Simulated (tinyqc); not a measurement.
Dopants and charged point defects at anneal temperature: Fermi-level effect, clustering and pairing: one step, computed by the program tinyqc.

Boltzmann statistics and full ionisation of active dopants. Energies are counted from the valence band; the defect (a vacancy or self-interstitial) has five charge states, with all degeneracy factors one.

Problem. Active and clustered dopant. n = A/2 + sqrt(A^2/4 + n_i^2) for an active density A. k ionised dopants and k carriers form one neutral cluster: C = N_s (A/N_s)^k (n/N_b)^k exp(E_b/k_B T), N_b the effective density of states of the majority band, and N = A + k C (60 bisections in ln A between ln N - 90 and ln N).

Inputs (values chosen for the exercise, with bands modelled on 4H-SiC):
```
quantity                      value   unit
anneal temperature T           1490      K
total dopant density N      8.5e+19  cm^-3
site density N_s            2.5e+22  cm^-3
dopant atoms per cluster k        4      -
cluster binding energy E_b        3     eV
```

Dopant: donor. Second part: clustering of the dopant.

E_g = 2.998959 eV

k_B T = 0.1283983 eV

n_i = 3.388520e+15 cm^-3

E_i = 1.590026 eV

effective density of states N_b of the majority band = 1.975099e+20 cm^-3

Give: active density A; clusters C; active share.

Solution.

active density A = 4.5037e+19 cm^-3

clusters C = 9.9907e+18 cm^-3

active share = 0.52985

47 % of the dopant is lost to clusters.
